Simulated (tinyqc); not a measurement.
Coupled-perturbed Hartree-Fock on RHF in the sto-3g basis, for BeH2, spin multiplicity 1, step by step. One step of it, computed by the program tinyqc.

Question. Response to a field: uncoupled start. Field along z; U_ai = -mu_ai / (e_a - e_i), alpha = -4 sum U_ai mu_ai.

orbital energies (hartree): MO1 -4.536338, MO2 -0.410375, MO3 -0.366715, MO4 0.213480, MO5 0.213567, MO6 0.337566, MO7 0.666060

dipole integrals <a|z|i> (bohr):
```
          i1        i2         i3
a4  0.151054  0.964370   0.000000
a5  0.000000  0.000000   0.000000
a6  0.004626  0.014496   0.000000
a7  0.000000  0.000000  -0.021258
```

Give: uncoupled U; uncoupled polarisability.

Answer.

uncoupled U:
```
         i1       i2      i3
a4  -0.0318  -1.5458  0.0000
a5   0.0000   0.0000  0.0000
a6  -0.0009  -0.0194  0.0000
a7   0.0000   0.0000  0.0206
```

uncoupled polarisability = 5.9851 bohr^3
